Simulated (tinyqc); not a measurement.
UKS/BP86 in the sto-3g basis, for H3, spin multiplicity 2, step by step. Computed by tinyqc, a small Python program that keeps every step (integrals from PySCF). Settings: charge = 0, multiplicity = 2, basis = sto-3g, energy threshold = 1e-09, iteration cap = 61, orthogonalisation = symmetric, start = core, DIIS depth = 3, method = UKS, functional = b88,p86, grid = [30, 50]. Command: `OMP_NUM_THREADS=1 python tinyqc.py 22965 22966 out.jsonl` (the two numbers bound the seeds that draw the settings). One thread of a shared host (Intel(R) Xeon(R) Processor @ 2.60GHz), about 1 s of CPU time with the checks. Later iterations appear only in the table of the cycle.

## One-electron integrals

Geometry (angstrom):

| atom | x | y | z |
|---|---|---|---|
| H | 0.00000 | 0.00000 | 0.00000 |
| H | 0.00000 | 0.00000 | 0.83600 |
| H | 0.00000 | 0.00000 | -0.83600 |

Basis sto-3g: exponents (1/bohr^2) and contraction coefficients of normalised primitives:

| element | l (shell) | exponent | coefficient |
|---|---|---|---|
| H | s (1) | 3.42525 | 0.15433 |
| H | s (1) | 0.62391 | 0.53533 |
| H | s (1) | 0.16886 | 0.44463 |

Overlap, kinetic and nuclear-attraction integrals over the contracted functions; the nuclear repulsion is the sum of Za Zb / Rab.

nuclear repulsion = 1.5824677 hartree

overlap S, lower triangle:
```
         1H 1s    2H 1s    3H 1s
1H 1s  1.00000
2H 1s  0.59764  1.00000
3H 1s  0.59764  0.19954  1.00000
```

kinetic energy T (hartree), lower triangle:
```
         1H 1s     2H 1s    3H 1s
1H 1s  0.76003
2H 1s  0.18372   0.76003
3H 1s  0.18372  -0.00140  0.76003
```

nuclear attraction V (hartree), lower triangle:
```
          1H 1s     2H 1s     3H 1s
1H 1s  -2.41859
2H 1s  -1.28743  -2.13850
3H 1s  -1.28743  -0.39828  -2.13850
```

core Hamiltonian H = T + V (hartree), lower triangle:
```
          1H 1s     2H 1s     3H 1s
1H 1s  -1.65856
2H 1s  -1.10371  -1.37847
3H 1s  -1.10371  -0.39968  -1.37847
```

## Two-electron integrals

Functions are numbered as in S; the eight-fold symmetry (ij|kl) = (ji|kl) = (kl|ij) leaves the list below.

Two-electron integrals (ij|kl) in chemists' order, unique and non-zero (hartree):
```
(11|11) 0.77461   (21|11) 0.39139   (21|21) 0.23838   (22|11) 0.53453
(22|21) 0.39139   (22|22) 0.77461   (31|11) 0.39139   (31|21) 0.18454
(31|22) 0.24201   (31|31) 0.23838   (32|11) 0.12401   (32|21) 0.06768
(32|22) 0.10198   (32|31) 0.06768   (32|32) 0.02179   (33|11) 0.53453
(33|21) 0.24201   (33|22) 0.31301   (33|31) 0.39139   (33|32) 0.10198
(33|33) 0.77461
```

## Orthogonalisation

S = U s U^T; symmetric (Loewdin) form X = U s^(-1/2) U^T, so that X^T S X = 1.

eigenvalues of S: 0.24871  0.80046  1.95083

X, lower triangle:
```
          1H 1s    2H 1s    3H 1s
1H 1s   1.43614
2H 1s  -0.45266  1.20136
3H 1s  -0.45266  0.08365  1.20136
```

## Starting guess

The start is the orbitals of the core Hamiltonian; D(s) = C_occ C_occ^T for each spin.

D(alpha) at the start, lower triangle:
```
         1H 1s     2H 1s    3H 1s
1H 1s  0.51331
2H 1s  0.15601   0.67205
3H 1s  0.15601  -0.57722  0.67205
```

D(beta) at the start, lower triangle:
```
         1H 1s    2H 1s    3H 1s
1H 1s  0.51331
2H 1s  0.15601  0.04741
3H 1s  0.15601  0.04741  0.04741
```

## Iteration 1: exchange-correlation on the grid

Becke grid with 30 radial and 50 angular points per atom, points of zero weight dropped. rho = sum D_ij phi_i phi_j; V_xc,ij = sum w v_xc phi_i phi_j plus the gradient terms; v_xc is d(rho eps)/d rho(s) for spin s at fixed gradient.

The 12 grid points with the largest w rho, of 4476 (bohr, atomic units):

| x | y | z | w | rho(alpha) | rho(beta) | eps_xc | v_xc(alpha) |
|---|---|---|---|---|---|---|---|
| 0.91624 | -0.91624 | 0.00000 | 0.10938 | 0.01948 | 0.01948 | -0.31879 | -0.36559 |
| -0.91624 | 0.91624 | 0.00000 | 0.10938 | 0.01948 | 0.01948 | -0.31879 | -0.36559 |
| -0.91624 | -0.91624 | 0.00000 | 0.10938 | 0.01948 | 0.01948 | -0.31879 | -0.36559 |
| 0.91624 | 0.91624 | 0.00000 | 0.10938 | 0.01948 | 0.01948 | -0.31879 | -0.36559 |
| -0.76146 | -0.76146 | 0.00000 | 0.06671 | 0.03151 | 0.03151 | -0.36292 | -0.42836 |
| 0.76146 | -0.76146 | 0.00000 | 0.06671 | 0.03151 | 0.03151 | -0.36292 | -0.42836 |
| 0.76146 | 0.76146 | 0.00000 | 0.06671 | 0.03151 | 0.03151 | -0.36292 | -0.42836 |
| -0.76146 | 0.76146 | 0.00000 | 0.06671 | 0.03151 | 0.03151 | -0.36292 | -0.42836 |
| -1.09287 | -1.09287 | 0.00000 | 0.17456 | 0.01097 | 0.01097 | -0.27597 | -0.30061 |
| 1.09287 | 1.09287 | 0.00000 | 0.17456 | 0.01097 | 0.01097 | -0.27597 | -0.30061 |
| -1.09287 | 1.09287 | 0.00000 | 0.17456 | 0.01097 | 0.01097 | -0.27597 | -0.30061 |
| 1.09287 | -1.09287 | 0.00000 | 0.17456 | 0.01097 | 0.01097 | -0.27597 | -0.30061 |

electrons on the grid, sum of w rho = 3.00014

E_xc = sum of w rho eps_xc = -1.1417364 hartree

V_xc(alpha) (hartree), lower triangle:
```
          1H 1s     2H 1s     3H 1s
1H 1s  -0.51811
2H 1s  -0.28614  -0.48992
3H 1s  -0.28614  -0.08807  -0.48992
```

V_xc(beta) (hartree), lower triangle:
```
          1H 1s     2H 1s     3H 1s
1H 1s  -0.50155
2H 1s  -0.25556  -0.37927
3H 1s  -0.25556  -0.07875  -0.37927
```

## Iteration 1: building the Kohn-Sham matrix

J_ij = sum D_kl (ij|kl) with D = D(alpha) + D(beta); F = H + J + V_xc; E = tr D H + tr D J / 2 + E_xc + E_nn.

Coulomb J (hartree), lower triangle:
```
         1H 1s    2H 1s    3H 1s
1H 1s  1.92146
2H 1s  1.04971  1.61846
3H 1s  1.04971  0.33543  1.61846
```

F(alpha) (hartree), lower triangle:
```
          1H 1s     2H 1s     3H 1s
1H 1s  -0.25521
2H 1s  -0.34014  -0.24993
3H 1s  -0.34014  -0.15232  -0.24993
```

F(beta) (hartree), lower triangle:
```
          1H 1s     2H 1s     3H 1s
1H 1s  -0.23865
2H 1s  -0.30956  -0.13927
3H 1s  -0.30956  -0.14300  -0.13927
```

total energy of this density = -1.5714039 hartree

## Iteration 1: diagonalisation and new density

Diagonalise F' = X^T F X, C = X C', fill 2 alpha and 1 beta electrons from the bottom; D(s) = C_occ C_occ^T. Each column has its largest component positive (the first on a tie).

F' = X^T F X (alpha) (hartree), lower triangle:
```
          1         2         3
1   0.19326
2  -0.36721  -0.04967
3  -0.36721   0.07227  -0.04967
```

orbital energies (alpha) (hartree): MO1 -0.41834, MO2 -0.12194, MO3 0.63421

coefficients C (alpha):
```
           MO1       MO2       MO3
1H 1s  0.44155   0.00000   1.50908
2H 1s  0.39965   0.79034  -0.93317
3H 1s  0.39965  -0.79034  -0.93317
```

F' = X^T F X (beta) (hartree), lower triangle:
```
          1        2        3
1   0.19708
2  -0.37881  0.08051
3  -0.37881  0.07585  0.08051
```

orbital energies (beta) (hartree): MO1 -0.35938, MO2 0.00466, MO3 0.71282

coefficients C (beta):
```
           MO1       MO2       MO3
1H 1s  0.53485   0.00000   1.47859
2H 1s  0.34065   0.79034  -0.95629
3H 1s  0.34065  -0.79034  -0.95629
```

D(alpha) after iteration 1, lower triangle:
```
         1H 1s     2H 1s    3H 1s
1H 1s  0.19497
2H 1s  0.17647   0.78436
3H 1s  0.17647  -0.46492  0.78436
```

D(beta) after iteration 1, lower triangle:
```
         1H 1s    2H 1s    3H 1s
1H 1s  0.28606
2H 1s  0.18219  0.11604
3H 1s  0.18219  0.11604  0.11604
```

## Iteration 2: exchange-correlation on the grid

As before.

The 12 grid points with the largest w rho, of 4476 (bohr, atomic units):

| x | y | z | w | rho(alpha) | rho(beta) | eps_xc | v_xc(alpha) |
|---|---|---|---|---|---|---|---|
| -0.91624 | -0.91624 | -1.57981 | 0.10942 | 0.02226 | 0.00817 | -0.30764 | -0.36519 |
| 0.91624 | 0.91624 | -1.57981 | 0.10942 | 0.02226 | 0.00817 | -0.30764 | -0.36519 |
| -0.91624 | 0.91624 | -1.57981 | 0.10942 | 0.02226 | 0.00817 | -0.30764 | -0.36519 |
| 0.91624 | -0.91624 | -1.57981 | 0.10942 | 0.02226 | 0.00817 | -0.30764 | -0.36519 |
| -0.91624 | -0.91624 | 1.57981 | 0.10942 | 0.02226 | 0.00817 | -0.30764 | -0.36519 |
| -0.91624 | 0.91624 | 1.57981 | 0.10942 | 0.02226 | 0.00817 | -0.30764 | -0.36519 |
| 0.91624 | -0.91624 | 1.57981 | 0.10942 | 0.02226 | 0.00817 | -0.30764 | -0.36519 |
| 0.91624 | 0.91624 | 1.57981 | 0.10942 | 0.02226 | 0.00817 | -0.30764 | -0.36519 |
| -0.76146 | -0.76146 | -1.57981 | 0.06671 | 0.03680 | 0.01267 | -0.35130 | -0.43185 |
| -0.76146 | 0.76146 | -1.57981 | 0.06671 | 0.03680 | 0.01267 | -0.35130 | -0.43185 |
| 0.76146 | -0.76146 | -1.57981 | 0.06671 | 0.03680 | 0.01267 | -0.35130 | -0.43185 |
| 0.76146 | 0.76146 | -1.57981 | 0.06671 | 0.03680 | 0.01267 | -0.35130 | -0.43185 |

electrons on the grid, sum of w rho = 3.00014

E_xc = sum of w rho eps_xc = -1.1172326 hartree

V_xc(alpha) (hartree), lower triangle:
```
          1H 1s     2H 1s     3H 1s
1H 1s  -0.47738
2H 1s  -0.27789  -0.50226
3H 1s  -0.27789  -0.08590  -0.50226
```

V_xc(beta) (hartree), lower triangle:
```
          1H 1s     2H 1s     3H 1s
1H 1s  -0.47529
2H 1s  -0.25315  -0.40380
3H 1s  -0.25315  -0.07821  -0.40380
```

## Iteration 2: building the Kohn-Sham matrix

As before.

Coulomb J (hartree), lower triangle:
```
         1H 1s    2H 1s    3H 1s
1H 1s  1.81018
2H 1s  1.01473  1.61961
3H 1s  1.01473  0.32519  1.61961
```

F(alpha) (hartree), lower triangle:
```
          1H 1s     2H 1s     3H 1s
1H 1s  -0.32576
2H 1s  -0.36688  -0.26111
3H 1s  -0.36688  -0.16039  -0.26111
```

F(beta) (hartree), lower triangle:
```
          1H 1s     2H 1s     3H 1s
1H 1s  -0.32367
2H 1s  -0.34214  -0.16266
3H 1s  -0.34214  -0.15270  -0.16266
```

total energy of this density = -1.6113687 hartree

## Iteration 2: DIIS over 2 matrices

error matrix X^T (FDS - SDF) X (alpha):
```
         1         2         3
1  0.00000  -0.03031  -0.03031
2  0.03031   0.00000   0.00000
3  0.03031   0.00000   0.00000
```

B (overlaps of the stored error matrices):
```
                1               2
1   1.1079264e-01  -2.8688126e-02
2  -2.8688126e-02   7.7574501e-03
```

Minimise |sum c_i e_i|^2 with sum c_i = 1: solve [B -1; -1 0][c; lambda] = [0; -1] with B_ij = tr e_i^T e_j summed over both spins, and take F = sum c_i F_i.

DIIS coefficients: 0.20716  0.79284

extrapolated F(alpha) (hartree), lower triangle:
```
          1H 1s     2H 1s     3H 1s
1H 1s  -0.31115
2H 1s  -0.36134  -0.25879
3H 1s  -0.36134  -0.15872  -0.25879
```

extrapolated F(beta) (hartree), lower triangle:
```
          1H 1s     2H 1s     3H 1s
1H 1s  -0.30606
2H 1s  -0.33539  -0.15781
3H 1s  -0.33539  -0.15069  -0.15781
```

## Iteration 2: diagonalisation and new density

As before.

F' = X^T F X (alpha) (hartree), lower triangle:
```
          1         2         3
1   0.12677
2  -0.36978  -0.05061
3  -0.36978   0.07441  -0.05061
```

orbital energies (alpha) (hartree): MO1 -0.45019, MO2 -0.12502, MO3 0.60076

coefficients C (alpha):
```
           MO1       MO2       MO3
1H 1s  0.49015   0.00000   1.49400
2H 1s  0.36924   0.79034  -0.94561
3H 1s  0.36924  -0.79034  -0.94561
```

F' = X^T F X (beta) (hartree), lower triangle:
```
          1        2        3
1   0.11446
2  -0.37797  0.06831
3  -0.37797  0.07720  0.06831
```

orbital energies (beta) (hartree): MO1 -0.40477, MO2 -0.00889, MO3 0.66474

coefficients C (beta):
```
           MO1       MO2       MO3
1H 1s  0.58409   0.00000   1.45984
2H 1s  0.30841   0.79034  -0.96716
3H 1s  0.30841  -0.79034  -0.96716
```

D(alpha) after iteration 2, lower triangle:
```
         1H 1s     2H 1s    3H 1s
1H 1s  0.24025
2H 1s  0.18099   0.76098
3H 1s  0.18099  -0.48830  0.76098
```

D(beta) after iteration 2, lower triangle:
```
         1H 1s    2H 1s    3H 1s
1H 1s  0.34116
2H 1s  0.18014  0.09512
3H 1s  0.18014  0.09512  0.09512
```

## Iteration 6 (converged): orbitals

converged F(alpha) (hartree), lower triangle:
```
          1H 1s     2H 1s     3H 1s
1H 1s  -0.31030
2H 1s  -0.36124  -0.25951
3H 1s  -0.36124  -0.15869  -0.25951
```

converged F(beta) (hartree), lower triangle:
```
          1H 1s     2H 1s     3H 1s
1H 1s  -0.30777
2H 1s  -0.33569  -0.15713
3H 1s  -0.33569  -0.15077  -0.15713
```

As before.

F' = X^T F X (alpha) (hartree), lower triangle:
```
          1         2         3
1   0.12798
2  -0.36971  -0.05158
3  -0.36971   0.07437  -0.05158
```

orbital energies (alpha) (hartree): MO1 -0.45011, MO2 -0.12595, MO3 0.60088

coefficients C (alpha):
```
           MO1       MO2       MO3
1H 1s  0.48857   0.00000   1.49452
2H 1s  0.37025   0.79034  -0.94522
3H 1s  0.37025  -0.79034  -0.94522
```

F' = X^T F X (beta) (hartree), lower triangle:
```
          1        2        3
1   0.11197
2  -0.37790  0.06929
3  -0.37790  0.07723  0.06929
```

orbital energies (beta) (hartree): MO1 -0.40547, MO2 -0.00794, MO3 0.66396

coefficients C (beta):
```
           MO1       MO2       MO3
1H 1s  0.58649   0.00000   1.45888
2H 1s  0.30683   0.79034  -0.96767
3H 1s  0.30683  -0.79034  -0.96767
```

D(alpha) after iteration 6, lower triangle:
```
         1H 1s     2H 1s    3H 1s
1H 1s  0.23870
2H 1s  0.18089   0.76172
3H 1s  0.18089  -0.48755  0.76172
```

D(beta) after iteration 6, lower triangle:
```
         1H 1s    2H 1s    3H 1s
1H 1s  0.34397
2H 1s  0.17995  0.09414
3H 1s  0.17995  0.09414  0.09414
```

## Convergence

Stop when the energy changes by less than 1e-09 hartree and every element of the error matrix X^T (F D S - S D F) X (for each spin) is below 9e-06.

Course of the cycle:

| iteration | E (hartree) | change | largest element of the error matrix |
|---|---|---|---|
| 1 | -1.5714039 | - | 1.37e-01 |
| 2 | -1.6113687 | -4.00e-02 | 3.19e-02 |
| 3 | -1.6142980 | -2.93e-03 | 1.07e-03 |
| 4 | -1.6143013 | -3.29e-06 | 9.55e-05 |
| 5 | -1.6143014 | -1.65e-08 | 2.06e-07 |
| 6 | -1.6143014 | -7.64e-14 | 3.72e-12 |

PySCF UKS in the same basis, fine grid, after a stability check = -1.6142239 hartree

Converged in 6 iterations. The coarse grid moves the energy by -7.75e-05 hartree.

## Populations, bond orders and dipole

Mulliken: Z minus the diagonal of D S on the atom; Loewdin: the same with S^(1/2) D S^(1/2); Mayer order: 2 sum_s sum (D(s) S)_ij (D(s) S)_ji over the two atoms.

Charges (e):

| atom | Mulliken | Loewdin | Mulliken spin |
|---|---|---|---|
| 1H | -0.01397 | 0.03389 | -0.10414 |
| 2H | 0.00698 | -0.01694 | 0.55207 |
| 3H | 0.00698 | -0.01694 | 0.55207 |

Mayer bond orders:

| pair | order |
|---|---|
| 2-1 | 0.49448 |
| 3-1 | 0.49448 |
| 3-2 | 0.20069 |

dipole moment about the origin, x y z (debye): 0.00000  0.00000  0.00000

<S^2> of the determinant (pure state: 0.75) = 0.75439
